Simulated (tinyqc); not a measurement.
## Ferroelectric hysteresis, discrete Preisach model: First-order reversal: partial erase after a full write

25 bistable elements (j, k) switch to +1 when V reaches u_j and to -1 when V falls to -u_k, and keep their state between. P = Ps sum w_jk s_jk. All elements start at -1. No time dependence and no dielectric part.

w_jk is proportional to exp[-(a_j^2 + a_k^2 - 2 cr a_j a_k)/(2 (1 - cr^2))], a_j = (u_j - Vc)/sg, and the weights sum to one. Sequence: +4 V, then -Vr (state P1), then +Vr (state P2), then -Vr again (P3).

Parameters, values chosen for the exercise: saturation polarisation Ps = 25 uC/cm^2; mean coercive voltage Vc = 1.9 V; spread of the switching voltages sg = 1.1 V; list of the u_j up = [0.4, 1.2, 2, 2.8, 3.6] V; correlation of up and down voltages cr = 0.8.

First-order reversal: partial erase after a full write:
```
Vr (V)	P1 (uC/cm^2)	P2 (uC/cm^2)	P3 (uC/cm^2)
0	25.000	25.000	25.000
0.8	19.482	22.243	19.482
1.6	6.582	20.132	6.582
2.4	-9.372	20.464	-9.372
3.2	-20.701	22.759	-20.701
4	-25.000	25.000	-25.000
```

P1 falls from 25.0 to -25.0 uC/cm^2; the largest single drop, 16.0 uC/cm^2, comes between Vr = 1.6 and 2.4 V. P3 equals P1 in every row: a minor loop closes on itself (return-point memory). The height P2 - P1 of the minor loop goes from 2.76 uC/cm^2 at Vr = 0.8 V to 50.0 at full amplitude.

Computed by the program tinyqc: `OMP_NUM_THREADS=1 python tinyqc.py 2860107 2860108 out.jsonl`, one thread of a shared Intel Xeon 2.30GHz, about 0.01 s for the whole run.
